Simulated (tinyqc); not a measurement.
Energy and delay of logic against supply voltage: one step of the calculation.

One expression serves below and above threshold: I(Vg) = Ik [ln(1 + exp((Vg - VT + dd V)/(al nf Vt)))]^al, with I_on = I(V) and I_off = I(0). Gate delay td = kd C V/I_on, clock period LD td. Per gate and cycle the switching energy is act C V^2 and the leakage energy I_off V LD td. No short-circuit current, no variation. Minima are sought above 0.09 V; below a few Vt gates no longer switch and the model has no meaning.

Task. Currents, delay and energies. I_on, I_off, td, clock frequency 1/(LD td), both energies and their sum.

Inputs (values chosen for the exercise); values of the order met in logic technologies:
- T = 378 K (temperature)
- VT = 0.38 V (threshold voltage at zero drain bias)
- nf = 1.31 (slope factor)
- dd = 0.05 (barrier lowering per volt of supply)
- Ik = 2.9 uA (specific current of a gate)
- al = 1.54 (exponent of the current law)
- C = 0.35 fF (load capacitance of a gate)
- kd = 0.9 (delay factor)
- LD = 20 (logic depth)
- act = 0.05 (activity factor)
- V = 0.83 V (supply voltage)

Constants: q = 1.602176634e-19 C, kB = 1.380649e-23 J/K, Vt = kB T/q. Results are converted to the units shown.

Give: I_on; I_off; td; clock frequency; switching energy; leakage energy; energy.

Result.

I_on = 64.30 uA
I_off = 1.036 nA
td = 4.066 ps
clock frequency = 12.30 GHz
switching energy = 12.06 aJ
leakage energy = 0.06992 aJ
energy = 12.13 aJ

I_on/I_off = 62100; leakage makes up 0.577 % of the energy.

Program tinyqc, `OMP_NUM_THREADS=1 python tinyqc.py 2082135 2082136 out.jsonl`; Intel Xeon 2.30GHz, shared host, one thread, about 0.01 s.
